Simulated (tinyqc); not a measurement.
Band bending at a free surface with a continuum of surface states, surface photovoltage and Kelvin probe: one step of the calculation.

n-type bulk, xi = Ec - EF = Vt ln(Nc/Nd), p0 = ni^2/Nd, ni = sqrt(Nc Nv) exp(-Eg/(2 Vt)), Eg in volts. b is the upward band bending, u = b/Vt. Space charge per area, in units of q: Qc = sign(b) sqrt((2 eps0 eps_r Vt/q) [(Nd + dn)(exp(-u) - 1) + Nd u + (p0 + dn)(exp(u) - 1)]), with dn the excess density under light (flat quasi-Fermi levels; 0 in the dark). The states hold -Ds (E0 - xi - b): negative while the Fermi level lies above the neutrality level. Neutrality: Qc + Qf + (charge of the states) = 0.

Task. Bulk quantities. xi, ni, p0, the Debye length sqrt(eps0 eps_r Vt/(q Nd)) and the flat-band work function chi + xi.

Parameters, values chosen for the exercise; band and dielectric values close to those of gallium nitride:
- T = 350 K (temperature)
- Eg = 3.33 eV (band gap)
- eps_r = 9.5 (relative permittivity)
- Nc = 2.9e18 cm^-3 (conduction-band density of states at T)
- Nv = 5.68e19 cm^-3 (valence-band density of states at T)
- chi = 4.08 eV (electron affinity)
- Nd = 1.1e16 cm^-3 (donor density)

Constants: q = 1.602176634e-19 C, kB = 1.380649e-23 J/K, Vt = kB T/q, eps0 = 8.8541878128e-14 F/cm where lengths are in cm. Results are converted to the units shown.

Find: xi; ni; p0; Debye length; chi + xi.

Result.

xi = 0.1681 eV
ni = 1.360e-5 cm^-3
p0 = 1.681e-26 cm^-3
Debye length = 37.94 nm
chi + xi = 4.248 eV

Program tinyqc, `OMP_NUM_THREADS=1 python tinyqc.py 2430116 2430117 out.jsonl`; Intel Xeon 2.30GHz, shared host, one thread, about 0.01 s.
